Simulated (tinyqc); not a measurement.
Electron-beam lithography: double-Gaussian proximity function, edge placement and dose correction for parallel lines: one step, computed by the program tinyqc.

Lines are infinitely long. Absorbed energy is counted so that the middle of a very large area written at dose 1 receives 1; the resist develops where it exceeds 1/2.

Problem. Shot noise and writing time. With dose = d_s D0: electrons per pixel N = dose x pixel area/e; relative noise 1/sqrt(N); time per cm^2 of pattern area = dose x density/current; pixel rate = current/(dose x pixel area).

Inputs (values chosen for the exercise, of the order of those for 10 keV electrons in resist on silicon): beam current = 0.84 nA; pixel size = 4 nm; pattern density around the test line = 0.75.

dose = 282.3229 microcoulomb/cm^2

Constants: e = 1.602176634e-19 C.

Give: electrons per pixel; shot noise; writing time per cm^2; pixel rate.

Solution.

electrons per pixel = 281.9

shot noise = 5.956 %

writing time per cm^2 = 70.02 h

pixel rate = 18.60 MHz
